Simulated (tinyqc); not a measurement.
# MOSFET in the linear regime without short-channel effects, parameter extraction from computed curves: extraction methods against the drawn gate length

Inversion charge Q = Cox n Vt W0(exp((Vg - VT)/(n Vt))), W0 the Lambert function and n = nf; u = Q/Cox; mobility mu = mu0/(1 + th1 u + th2 u^2); channel resistance Rch = (L - dL)/(W mu Q); Id = Vd/(Rch + Rsd/W). Cox = eps0 eox/tox. Small Vd, no channel-length or drain effects.

From the continuous curve Id(Vg): tangent at peak gm (V_ext = Vg - Id/gm); constant current Id = 0.1 uA W/L; peak of d2Id/dVg2; Y = Id/sqrt(gm) drawn through Vg = VT + 0.6 and VT + 0.8 V, with intercept VT_Y and slope s. Mobilities gm,max L/(W Cox Vd) and s^2 L/(W Cox Vd) with the drawn L. Last column: share of Rsd/W in the total resistance at VT + 0.8 V.

Parameters, values chosen for the exercise; channel values of the order met in silicon transistors:
- T = 300 K (temperature)
- eox = 22.3 (relative permittivity of the gate insulator (close to hafnium oxide))
- tox = 6.6 nm (insulator thickness)
- mu0 = 94 cm^2/(V s) (low-field mobility)
- th1 = 0.28 1/V (first mobility attenuation factor)
- th2 = 0.13 1/V^2 (second mobility attenuation factor)
- VT = 0.35 V (threshold voltage)
- nf = 1.06 (body factor)
- W = 10 um (gate width)
- dL = 0.003 um (drawn less effective length)
- Rsd = 150 ohm um (source plus drain resistance)
- Vd = 0.01 V (drain voltage)

Constants: q = 1.602176634e-19 C, kB = 1.380649e-23 J/K, Vt = kB T/q, eps0 = 8.8541878128e-14 F/cm where lengths are in cm. Results are converted to the units shown.

Extraction methods against the drawn gate length:
```
L (um),V_ext (V),constant current (V),second derivative (V),VT_Y (V),mobility from gm (cm^2/(V s)),mobility from Y (cm^2/(V s)),series share (%)
0.03,0.336,0.390,0.338,0.426,59.0,112,46.8
0.062,0.345,0.392,0.341,0.426,64.0,106,28.7
0.13,0.352,0.393,0.342,0.426,67.8,103,15.7
0.27,0.357,0.393,0.343,0.426,70.2,102,8.15
0.56,0.359,0.393,0.343,0.426,71.6,101,4.08
1.2,0.361,0.393,0.343,0.426,72.4,101,1.94
2.4,0.361,0.393,0.343,0.426,72.7,101,0.979
5,0.362,0.393,0.344,0.426,72.9,101,0.472
```

The model has VT = 0.35 V and mu0 = 94 cm^2/(V s). Over the table the extracted thresholds move by 26 mV (tangent), 3.4 mV (constant current), 6.0 mV (second derivative), under 0.5 mV (Y function). The mobility from gm rises from 59.0 to 72.9 and that from Y falls from 112 to 101 cm^2/(V s).

Numbers from tinyqc (`OMP_NUM_THREADS=1 python tinyqc.py 2210013 2210014 out.jsonl`; about 0.01 s on one thread of a shared Intel Xeon 2.30GHz).
